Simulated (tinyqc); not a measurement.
Substrate current against gate voltage: lateral field, substrate current, probability of reaching the oxide barrier and hot-carrier lifetime of a silicon transistor (pseudo-two-dimensional and lucky-electron models). Computed by tinyqc, a small Python program. Command: `OMP_NUM_THREADS=1 python tinyqc.py 3015863 3015864 out.jsonl hotcar walk`. One thread of a shared host (Intel(R) Xeon(R) Processor @ 2.30GHz), about 0.01 s of CPU time with the checks.

Local-field models: a lucky carrier gains its energy at the peak field over a path free of collisions. Voltages are magnitudes.

Inputs (values chosen for the exercise, modelled on a silicon p-channel):
```
quantity,value,unit
channel length L,870,nm
oxide thickness t,15,nm
junction depth x_j,280,nm
mobility mu,140,cm^2/(V s)
saturation velocity v_s,0.73,1e7 cm/s
threshold voltage V_T,0.45,V
drain voltage V_D,6.4,V
ionisation prefactor A_i,8.1e+06,1/cm
ionisation field B_i,3.56,MV/cm
hot-carrier mean free path lambda,4.6,nm
oxide barrier phi_b,4.6,eV
interface-trap threshold phi_it,4.5,eV
lifetime constant H,30,s microampere/micrometre
```

Drain: abrupt.

Constants: eps_0 = 8.8541878128e-12 F/m.

Method:
- C_ox = 3.9 eps_0/t; F_sat = 2 v_s/mu; V_Dsat = V_ov F_sat L/(V_ov + F_sat L), V_ov = V_G - V_T; I_D/W = C_ox v_s (V_ov - V_Dsat).
- Scale length l = 0.22 t^(1/3) x_j^(1/2) (all in cm); F_m = sqrt(((V_D - V_Dsat)/l_e)^2 + F_sat^2), with l_e = l; length of the velocity-saturated region l_e ln((V_D - V_Dsat)/(l_e F_sat) + F_m/F_sat).
- Substrate current I_sub/I_D = (A_i/B_i)(V_D - V_Dsat) exp(-B_i/F_m); probability of reaching the oxide barrier exp(-phi_b/(e lambda F_m)); lifetime tau = (H/(I_D/W)) exp(phi_it/(e lambda F_m)).

At the given drain voltage:
```
V_G (V),V_Dsat (V),I_D/W (microampere/micrometre),F_m (kV/cm),I_sub/W (microampere/micrometre),tau (s)
0.78,0.3184,1.95,468.13,0.013415,1.8339e+10
1.10,0.6065,7.30,447.08,0.033518,1.3075e+10
1.60,1.0206,21.74,416.93,0.052090,2.1376e+10
2.30,1.5367,52.66,379.56,0.049209,8.8921e+10
3.10,2.0510,100.67,342.62,0.030600,7.4905e+11
4.10,2.6029,175.97,303.43,0.012204,1.7121e+13
5.10,3.0743,264.79,270.47,0.003851,5.7795e+14
6.10,3.4818,364.38,242.55,0.001022,2.7013e+16
7.00,3.8039,461.50,220.97,0.000275,1.0948e+18
```

What follows from these numbers?

I_sub peaks at V_G = 1.6 V, 0.25 V_D: a higher gate voltage brings more carriers but raises V_Dsat and so lowers F_m. The shortest lifetime among the rows lies at V_G = 1.1 V, below that of the largest I_sub, since tau depends more steeply on the field.

Extremes, crossings and ranges named in words are read from the listed rows.
